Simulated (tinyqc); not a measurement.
Inside a calculation. Method: plane-wave Kohn-Sham cycle with exchange-only LDA in a layered model solid. Computed by tinyqc, a small Python program that keeps every step. Settings: points = 16, plane-wave index or count = 2, electrons = 4, k points = 4, area = 33.0, mixing = 0.1, iteration cap = 71. Command: `OMP_NUM_THREADS=1 python tinyqc.py 22676 22677 out.jsonl` (the two numbers bound the seeds that draw the settings). One thread of a shared host (Intel(R) Xeon(R) Processor @ 2.60GHz), about 0.05 s of CPU time with the checks.

A solid whose potential varies along x alone (atomic units):
```
parameter                      value
period a                   12.100000
cross-section of the cell  33.000000
electrons per cell                 4
grid points                       16
plane waves -n..n, n               2
k points                           4
V1 in V1 cos(2 pi x/a)     -0.520000
V2 in V2 cos(4 pi x/a)     -0.190000
```

Stop when sqrt(dV sum R^2) is below 1e-8, dV = a A/N.

Course of the cycle:
```
iteration  E (hartree)  norm of the residual
1          -1.32047802              1.81e-01
2          -1.20426521              1.59e-01
3          -1.11433893              1.38e-01
4          -1.04620104              1.19e-01
5          -0.99608438              1.00e-01
6          -0.96072771              8.26e-02
7          -0.93714239              6.58e-02
8          -0.92248362              5.08e-02
9          -0.91409423              3.86e-02
10         -0.90967656              3.00e-02
11         -0.90748726              2.50e-02
...                ...                   ...
61         -0.90464117              1.08e-04
62         -0.90464117              9.67e-05
63         -0.90464116              8.65e-05
64         -0.90464116              7.74e-05
65         -0.90464116              6.92e-05
66         -0.90464116              6.19e-05
67         -0.90464115              5.54e-05
68         -0.90464115              4.95e-05
69         -0.90464115              4.43e-05
70         -0.90464115              3.96e-05
71         -0.90464115              3.54e-05
```

Can the last value be used, and what does the course show?

Not by the stop rule, although the second column moves by less than 1e-07 over the last three steps. Not converged within 71 iterations: the residual falls steadily but slowly, by a factor of about 0.89 a step. Reruns (cap 100 unless said): mixing 0.5, Kerker q0 1.0: converged in 60 (E = -0.90464); mixing 0.3, Pulay depth 5: converged in 20 (E = -0.90464); the original settings with a cap of 400: converged in 145 (E = -0.90464).
